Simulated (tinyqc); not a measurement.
Thermoelectric coefficients with energy filtering, Landauer integrals: one step of the calculation.

Bulk parabolic band, x = (E - Ec)/kB T, C = hbar^2/(2 m0), kB T in eV. Modes per area gv m kB T x/(4 pi C) times the back-scattering length l0 x^rr give the transport function s0 X(x), s0 = (2 q^2/h) gv m kB T l0/(4 pi C), X = x^(1 + rr), multiplied by tb for x < xb. I_k = int X (x - eta)^k w dx, w = 1/(4 cosh^2((x - eta)/2)).

Task. Power factor and figure of merit. Power factor S^2 sigma, ZT = S^2 sigma T/(kappa_e + kL).

Parameters, values chosen for the exercise:
```
symbol  value     unit                       meaning
T         300        K                   temperature
kL        5.2  W/(m K)  lattice thermal conductivity
```

sigma = 565.02356 S/cm
S = -69.599291 uV/K
kappa_e = 0.30819635 W/(m K)

Find: power factor; ZT; electronic share of kappa.

Result.

power factor = 0.27370 mW/(m K^2)
ZT = 0.014907
electronic share of kappa = 5.5952 %

Range of the model: Parabolic bands, elastic scattering and a fixed kL make these model figures, not those of a material.

Program tinyqc, `OMP_NUM_THREADS=1 python tinyqc.py 2800044 2800045 out.jsonl`; Intel Xeon 2.30GHz, shared host, one thread, about 0.02 s.
